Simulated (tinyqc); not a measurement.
Mobility from the current.

Inverse problem. A Schottky diode carries J = q Nc [vR vD/(vR + vD)] exp(-phi/Vt) [exp(V/Vt) - 1]. A* = 4 pi q me m0 kB^2/h^3 (times 1e-4 for A/(cm^2 K^2)); Nc = 2 (2 pi me m0 kB T/h^2)^1.5 (times 1e-6 for cm^-3); vR = A* T^2/(q Nc). Find vR, vD and mun.

Values chosen for this exercise; band and dielectric values those of a made-up semiconductor:
- T = 400 K (temperature)
- me = 0.118 m0 (electron mass)
- phi = 1 eV (barrier height seen from the metal)
- V = 0.35 V (bias)

Constants: q = 1.602176634e-19 C, kB = 1.380649e-23 J/K, h = 6.62607015e-34 J s, m0 = 9.1093837015e-31 kg, Vt = kB T/q. Results are converted to the units shown.

J = 8.0454399e-4 A/cm^2
vD/mun = 12210.580 V/cm

Answer. J gives the effective velocity v, and 1/vD = 1/v - 1/vR.

vR = 9.04e6 cm/s
vD = 5.25e5 cm/s
mun = 43.0 cm^2/(V s)

Program tinyqc, `OMP_NUM_THREADS=1 python tinyqc.py 2640168 2640169 out.jsonl`; Intel Xeon 2.30GHz, shared host, one thread, about 0.01 s.
